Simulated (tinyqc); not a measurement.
Grain-boundary trapping model (Seto) of a polycrystalline semiconductor film. Inputs raised by 2 %, one at a time. Computed by tinyqc, a small Python program. Command: `OMP_NUM_THREADS=1 python tinyqc.py 3017857 3017858 out.jsonl poly sens`. One thread of a shared host (Intel(R) Xeon(R) Processor @ 2.30GHz), about 0.01 s of CPU time with the checks.

Grains of equal size L are joined by thin boundaries with one trap level. Trapped carriers deplete a width W on each side and raise a barrier, crossed by thermionic emission. Dopants are fully ionised, statistics are non-degenerate and mu_g does not depend on T.

Inputs (values chosen for the exercise, modelled on polycrystalline SiGe): permittivity eps = 13.5; effective mass m = 0.31 m_0; effective density of states at 300 K, N_c = 1.5e+19 1/cm^3; grain size L = 31 nm; trap density Q_t = 3.1e+12 1/cm^2; trap level E_t below the band edge = 0.43 eV; doping N = 1.7e+17 1/cm^3; temperature T = 400 K.

Grain interior: neglected.

Constants: k_B = 8.617333262e-05 eV/K; e = 1.602176634e-19 C; eps_0 = 8.8541878128e-12 F/m; m_0 = 9.1093837015e-31 kg; k_B = 1.380649e-23 J/K.

Method. N_c(T) = N_c (T/300 K)^(3/2). Filled traps Q = Q_t/(1 + (1/2) exp((E_t* - E_F)/k_B T)), where E_t* = e V_B - E_t and E_F are counted from the band edge at the grain centre. Partial depletion: Q = 2 N W, V_B = e N W^2/(2 eps eps_0), E_F = k_B T ln(N/N_c); solve for W. If that W would exceed L/2 the grain is fully depleted: W = L/2, Q = N L, and E_F follows from the trap equation. Centre density n_0 = N_c exp(E_F/k_B T). Boundary: sigma_b = L e^2 n_0 exp(-e V_B/k_B T)/sqrt(2 pi m k_B T); rho = 1/sigma_b. Mean carrier density n_av = n_0 [(1 - 2W/L) + (2W/L) (sqrt(pi)/2) erf(y)/y], y = sqrt(e V_B/k_B T); effective mobility 1/(e n_av rho).

Runs; columns: (1) input moved; (2) from; (3) to; (4) resistivity rho (ohm cm); (5) effective mobility (cm^2/(V s)); (6) barrier V_B (V); (7) mean carrier density (1/cm^3):
```
(1)                                          (2)        (3)     (4)     (5)       (6)         (7)
base run                                       -          -  1376.3  287.77  0.027372  1.5758e+13
grain size L (nm)                             31      31.62  1317.5  286.71  0.028478  1.6524e+13
trap density Q_t (1/cm^2)                3.1e+12  3.162e+12  1409.5  287.77  0.027372  1.5388e+13
trap level E_t below the band edge (eV)     0.43     0.4386  1766.4  287.77  0.027372  1.2279e+13
doping N (1/cm^3)                        1.7e+17  1.734e+17  1343.8  284.45  0.027920  1.6329e+13
temperature T (K)                            400        408  1056.6  288.20  0.027372  2.0498e+13
effective mass m (m_0)                      0.31     0.3162  1390.0  284.94  0.027372  1.5758e+13
permittivity eps                            13.5      13.77  1376.3  291.07  0.026836  1.5580e+13
```

Exponents ln(y'/y) / ln(x'/x):
```
input                               resistivity rho  effective mobility  barrier V_B  mean carrier density
grain size L                                 -2.207              -0.187            2                 2.394
trap density Q_t                              1.202               0.000            0                -1.202
trap level E_t below the band edge           12.599               0.000            0               -12.599
doping N                                     -1.207              -0.587            1                 1.794
temperature T                               -13.352               0.075            0                13.277
effective mass m                              0.500              -0.500            0                 0.000
permittivity eps                              0.000               0.575           -1                -0.575
```

To which inputs is each result most sensitive?

Among the inputs moved here: resistivity rho answers most in size to temperature T (exponent -13.352), next to trap level E_t below the band edge (+12.599); its exponent is below 0.0005 for permittivity eps. Effective mobility answers most in size to doping N (exponent -0.587), next to permittivity eps (+0.575); its exponent is below 0.0005 for trap density Q_t, trap level E_t below the band edge. Barrier V_B answers most in size to grain size L (exponent +2.000), next to doping N (+1.000); its exponent is below 0.0005 for trap density Q_t, trap level E_t below the band edge, temperature T, effective mass m. Its exponent +2.000 in grain size L: full depletion. Its exponent 0.000 in trap density Q_t: the barrier is set by N and L, or pinned by the trap level. Mean carrier density answers most in size to temperature T (exponent +13.277), next to trap level E_t below the band edge (-12.599); its exponent is below 0.0005 for effective mass m.

Caution (all rows): the barrier is below 2 k_B T, so scattering inside the grains, left out here, also limits the real mobility.
